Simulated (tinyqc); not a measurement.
Interstitial-substitutional diffusion of a fast metal impurity in a wafer (kick-out and dissociative mechanisms): one step, computed by the program tinyqc.

The metal moves as an interstitial A_i and dissolves on lattice sites either by kicking out a self-interstitial (A_i = A_s + I) or by filling a vacancy (A_i + V = A_s). With A_i at its solubility, local equilibrium and c = C_s/C_s*, self-interstitials and vacancies obey C_I/C_I* = 1/c and C_V/C_V* = c.

Problem. Diffusivity against concentration. In defect-free silicon dc/dt = d/dx [(D_K/c^2 + D_F) dc/dx], c = 1 at both faces. D_K = D_I C_I*/C_s* and D_F = D_V C_V*/C_s*. The two terms are equal at c* = sqrt(D_K/D_F). Take c = 1, 0.5, 0.2, 0.1, 0.03 and 0.01.

Inputs (values chosen for the exercise, loosely like those of gold in silicon): temperature T = 1175 C.

D_K = 2.346127e-08 cm^2/s

D_F = 3.486849e-09 cm^2/s

Give: c*; Effective diffusivity (cm^2/s).

Solution.

c* = 2.594

Effective diffusivity (cm^2/s):
```
c     kick-out term      total
1.00      2.346e-08  2.695e-08
0.50      9.385e-08  9.733e-08
0.20      5.865e-07  5.900e-07
0.10      2.346e-06  2.350e-06
0.03      2.607e-05  2.607e-05
0.01      2.346e-04  2.346e-04
```
